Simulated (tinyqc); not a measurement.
Inside a calculation. Model: one-dimensional ballistic tunnel FET, two-band WKB.

Computed by the program tinyqc: `OMP_NUM_THREADS=1 python tinyqc.py 2620029 2620030 out.jsonl`, one thread of a shared Intel Xeon 2.30GHz, about 0.01 s for the whole run. Printed values are rounded.

A p-type source for x < 0 with its Fermi level at 0 and its valence edge at ds; in the channel the bands fall as D exp(-x/lam) towards their flat values, with the conduction edge at Ec = ds - dP and D = dP + Eg. The gate moves dP one to one. The drain Fermi level lies at -Vd and the drain side reflects nothing. For w = E - Ec between 0 and dP an electron crosses the gap. Two-band dispersion with equal masses m: inside the gap kappa = sqrt(m u (1 - u/Eg)/C), u the distance from a band edge, C = hbar^2/(2 m0).

Parameters, values chosen for the exercise; band and dielectric values close to those of gallium arsenide: temperature T = 300 K; band gap Eg = 1.41 eV; band-edge mass of the two-band model m = 0.075 m0; screening length of the source junction lam = 4.9 nm; source valence edge above the source Fermi level ds = 0.03 eV; drain bias Vd = 0.3 V; number of degenerate subbands (spin apart) g = 2; tunnelling window Ev(source) - Ec(channel) dP = 0.14 eV; energy above the channel conduction edge w0 = 0.074 eV; cells of the path nc = 9; points of the energy grid nE = 9.

Constants: q = 1.602176634e-19 C, kB = 1.380649e-23 J/K, hbar = 1.054571817e-34 J s, h = 6.62607015e-34 J s, m0 = 9.1093837015e-31 kg, Vt = kB T/q, hbar^2/(2 m0) = 0.0380998212 eV nm^2. Results are converted to the units shown.

## The path through the gap by the midpoint rule

At w = w0 the path runs from xa = lam ln(D/(w + Eg)) to xb = lam ln(D/w); u(x) = w + Eg - D exp(-x/lam) is the height above the valence edge. Cut it into nc equal cells: S = 2 (cell width) times the sum of kappa at the centres.

xa = 0.213218 nm
xb = 14.9055 nm

| cell | x (nm) | u (eV) | kappa (1/nm) |
|---|---|---|---|
| 0 | 1.0295 | 0.22771 | 0.613075 |
| 1 | 2.6619 | 0.58367 | 0.820579 |
| 2 | 4.2944 | 0.83878 | 0.817873 |
| 3 | 5.9269 | 1.02160 | 0.744288 |
| 4 | 7.5594 | 1.15262 | 0.643566 |
| 5 | 9.1919 | 1.24651 | 0.533399 |
| 6 | 10.8243 | 1.31380 | 0.420056 |
| 7 | 12.4568 | 1.36203 | 0.302032 |
| 8 | 14.0893 | 1.39659 | 0.161718 |

S = 16.5095

## The exponent in closed form

S(w) = 2 lam int_0^Eg kappa(u) du/(w + Eg - u) = 2 pi lam sqrt(m/(C Eg)) [w + Eg/2 - sqrt(w (w + Eg))], T(w) = exp(-S). The common triangular estimate is S = (4/3) lam sqrt(m/C) Eg^1.5/(dP + Eg) for all w.

S(w0) = 16.2832
T(w0) = 8.47791e-8
triangular S = 9.90150

The midpoint value is 1.4 % above the closed form, and the triangular estimate 39 % below it.

## Current on a coarse grid

S(w) = 2 lam int_0^Eg kappa(u) du/(w + Eg - u) = 2 pi lam sqrt(m/(C Eg)) [w + Eg/2 - sqrt(w (w + Eg))], T(w) = exp(-S). I = g (2 q^2/h) int_0^dP T(w) [f(E) - f(E + Vd)] dw, E = ds - dP + w, f(x) = 1/(1 + exp(x/Vt)). Simpson's rule on nE equally spaced points.

| point | w (eV) | T(w) | difference of the f |
|---|---|---|---|
| 0 | 0.000000 | 7.27704e-12 | 0.985363 |
| 1 | 0.017500 | 1.20928e-9 | 0.972502 |
| 2 | 0.035000 | 7.27682e-9 | 0.947736 |
| 3 | 0.052500 | 2.57182e-8 | 0.902317 |
| 4 | 0.070000 | 6.93669e-8 | 0.824476 |
| 5 | 0.087500 | 1.57908e-7 | 0.704794 |
| 6 | 0.105000 | 3.19346e-7 | 0.548191 |
| 7 | 0.122500 | 5.91360e-7 | 0.381415 |
| 8 | 0.140000 | 1.02251e-6 | 0.238582 |

I = 1.95901e-6 uA

A converged quadrature gives 1.959e-6 uA; this grid is within 0.01 % of that.
